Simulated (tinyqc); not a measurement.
Plane-wave Kohn-Sham cycle with exchange-only LDA in a layered model solid, step by step. Computed by tinyqc, a small Python program that keeps every step. Settings: points = 16, plane-wave index or count = 3, electrons = 2, k points = 2, area = 14.0, mixing = 0.8, iteration cap = 57. Command: `OMP_NUM_THREADS=1 python tinyqc.py 28921 28922 out.jsonl` (the two numbers bound the seeds that draw the settings). One thread of a shared host (Intel(R) Xeon(R) Processor @ 2.60GHz), about 0.02 s of CPU time with the checks. Later iterations appear only in the table of the cycle.

## Iteration 1: potential

A solid whose potential varies along x alone (atomic units):
```
parameter,value
period a,15.700000
cross-section of the cell,14.000000
electrons per cell,2
grid points,16
"plane waves -n..n, n",3
k points,2
V1 in V1 cos(2 pi x/a),-0.410000
```

density at the start, on the grid x_j = j a/N (e/bohr^3): 0.00909918  0.00909918  0.00909918  0.00909918  0.00909918  0.00909918  0.00909918  0.00909918  0.00909918  0.00909918  0.00909918  0.00909918  0.00909918  0.00909918  0.00909918  0.00909918

V_H(G) = 4 pi rho(G)/G^2 for G != 0 (uniform background); v_x = -(3 rho/pi)^(1/3); V = V_ext + V_H + v_x; Fourier components f(G_m) = (1/N) sum_j f(x_j) exp(-i G_m x_j).

Potentials on the grid (hartree):
```
x,V_ext,V_H,v_x,V
0.000000,-0.410000,0.000000,-0.205585,-0.615585
0.981250,-0.378791,0.000000,-0.205585,-0.584376
1.962500,-0.289914,0.000000,-0.205585,-0.495499
2.943750,-0.156900,0.000000,-0.205585,-0.362485
3.925000,0,0.000000,-0.205585,-0.205585
4.906250,0.156900,0.000000,-0.205585,-0.048685
5.887500,0.289914,0.000000,-0.205585,0.084329
6.868750,0.378791,0.000000,-0.205585,0.173206
7.850000,0.410000,0.000000,-0.205585,0.204415
8.831250,0.378791,0.000000,-0.205585,0.173206
9.812500,0.289914,0.000000,-0.205585,0.084329
10.793750,0.156900,0.000000,-0.205585,-0.048685
11.775000,0,0.000000,-0.205585,-0.205585
12.756250,-0.156900,0.000000,-0.205585,-0.362485
13.737500,-0.289914,0.000000,-0.205585,-0.495499
14.718750,-0.378791,0.000000,-0.205585,-0.584376
```

V(G_m), m = 0, 1, 2, ... (hartree): -0.205585  -0.205000  0.000000  0.000000  0.000000  0.000000  0.000000

## Iteration 1: Hamiltonian at one k

k = 0.250000 2 pi / a

H(m,m') = (k + G_m)^2/2 delta + V(G_m - G_m'), with V(-G) = V(G).

H (hartree):
```
,-3,-2,-1,+0,+1,+2,+3
-3,0.400029,-0.205000,0.000000,0.000000,0.000000,0.000000,0.000000
-2,-0.205000,0.039664,-0.205000,0.000000,0.000000,0.000000,0.000000
-1,0.000000,-0.205000,-0.160539,-0.205000,0.000000,0.000000,0.000000
+0,0.000000,0.000000,-0.205000,-0.200580,-0.205000,0.000000,0.000000
+1,0.000000,0.000000,0.000000,-0.205000,-0.080458,-0.205000,0.000000
+2,0.000000,0.000000,0.000000,0.000000,-0.205000,0.199826,-0.205000
+3,0.000000,0.000000,0.000000,0.000000,0.000000,-0.205000,0.640273
```

## Iteration 1: levels at that k

Diagonalise the Hermitian matrix.

eigenvalues (hartree): -0.492580  -0.257539  -0.046814  0.130858  0.269272  0.506072  0.728945

## Iteration 1: new density

Motion across x is left out: the lowest 1 band(s) hold two electrons at each of the k points (j + 1/2)/nk - 1/2. Residual R = rho(out) - rho(in); rho(new) = rho(in) + 0.8 R. rho(out) = 2/(a A nk) sum |psi|^2 with psi = sum c exp(i G x). Harris energy E = band energy - dV sum rho (V_H/2 + v_x) + (3/4) dV sum rho v_x with rho(in), dV = a A/N, band energy = (2/nk) sum of the filled levels.

rho(out) (e/bohr^3): 0.03894044  0.03116194  0.01585433  0.00506391  0.00104350  0.00016771  0.00002867  0.00000316  0.00000001  0.00000316  0.00002867  0.00016771  0.00104350  0.00506391  0.01585433  0.03116194

density after iteration 1 (e/bohr^3): 0.03297219  0.02674938  0.01450330  0.00587097  0.00265463  0.00195401  0.00184277  0.00182236  0.00181984  0.00182236  0.00184277  0.00195401  0.00265463  0.00587097  0.01450330  0.02674938

energy per cell = -0.88236843 hartree

## Iteration 2: potential

As before.

Potentials on the grid (hartree):
```
x,V_ext,V_H,v_x,V
0.000000,-0.410000,1.138955,-0.315772,0.413184
0.981250,-0.378791,1.001217,-0.294507,0.327920
1.962500,-0.289914,0.656154,-0.240148,0.126092
2.943750,-0.156900,0.241534,-0.177648,-0.093014
3.925000,0,-0.139725,-0.136351,-0.276076
4.906250,0.156900,-0.445448,-0.123112,-0.411659
5.887500,0.289914,-0.665237,-0.120730,-0.496053
6.868750,0.378791,-0.797303,-0.120282,-0.538795
7.850000,0.410000,-0.841340,-0.120227,-0.551567
8.831250,0.378791,-0.797303,-0.120282,-0.538795
9.812500,0.289914,-0.665237,-0.120730,-0.496053
10.793750,0.156900,-0.445448,-0.123112,-0.411659
11.775000,0,-0.139725,-0.136351,-0.276076
12.756250,-0.156900,0.241534,-0.177648,-0.093014
13.737500,-0.289914,0.656154,-0.240148,0.126092
14.718750,-0.378791,1.001217,-0.294507,0.327920
```

V(G_m), m = 0, 1, 2, ... (hartree): -0.178847  0.230622  0.051829  0.009967  0.003087  0.000646  -0.000108

## Iteration 2: Hamiltonian at one k

k = 0.250000 2 pi / a

As before.

H (hartree):
```
,-3,-2,-1,+0,+1,+2,+3
-3,0.426767,0.230622,0.051829,0.009967,0.003087,0.000646,-0.000108
-2,0.230622,0.066401,0.230622,0.051829,0.009967,0.003087,0.000646
-1,0.051829,0.230622,-0.133801,0.230622,0.051829,0.009967,0.003087
+0,0.009967,0.051829,0.230622,-0.173842,0.230622,0.051829,0.009967
+1,0.003087,0.009967,0.051829,0.230622,-0.053720,0.230622,0.051829
+2,0.000646,0.003087,0.009967,0.051829,0.230622,0.226564,0.230622
+3,-0.000108,0.000646,0.003087,0.009967,0.051829,0.230622,0.667010
```

## Iteration 2: levels at that k

As before.

eigenvalues (hartree): -0.463171  -0.276034  -0.075108  0.130774  0.323884  0.587129  0.797905

## Iteration 2: new density

As before.

rho(out) (e/bohr^3): 0.00000069  0.00000389  0.00004142  0.00034570  0.00192381  0.00700998  0.01716653  0.02903716  0.03452925  0.02903716  0.01716653  0.00700998  0.00192381  0.00034570  0.00004142  0.00000389

density after iteration 2 (e/bohr^3): 0.00659499  0.00535299  0.00293380  0.00145075  0.00206998  0.00599878  0.01410177  0.02359420  0.02798737  0.02359420  0.01410177  0.00599878  0.00206998  0.00145075  0.00293380  0.00535299

energy per cell = -1.50916855 hartree

## Convergence

Stop when sqrt(dV sum R^2) is below 1e-8, dV = a A/N.

Course of the cycle:
```
iteration,E (hartree),norm of the residual
1,-0.88236843,1.92e-01
2,-1.50916855,2.89e-01
3,-2.32644503,2.81e-01
4,-1.31674353,2.74e-01
5,-2.25649259,2.76e-01
6,-1.33217884,2.76e-01
7,-2.25602516,2.76e-01
8,-1.33250480,2.76e-01
9,-2.25590599,2.76e-01
10,-1.33253983,2.76e-01
11,-2.25590165,2.76e-01
...,...,...
47,-2.25590128,2.76e-01
48,-1.33254160,2.76e-01
49,-2.25590128,2.76e-01
50,-1.33254160,2.76e-01
51,-2.25590128,2.76e-01
52,-1.33254160,2.76e-01
53,-2.25590128,2.76e-01
54,-1.33254160,2.76e-01
55,-2.25590128,2.76e-01
56,-1.33254160,2.76e-01
57,-2.25590128,2.76e-01
```

Not converged within 57 iterations: the residual has stopped falling: the iteration swings between two states. Reruns (cap 100 unless said): mixing 0.1: not converged; mixing 0.5, Kerker q0 1.0: converged in 56 (E = -0.42261); mixing 0.3, Pulay depth 5: converged in 34 (E = -0.42261); the original settings with a cap of 400: not converged.
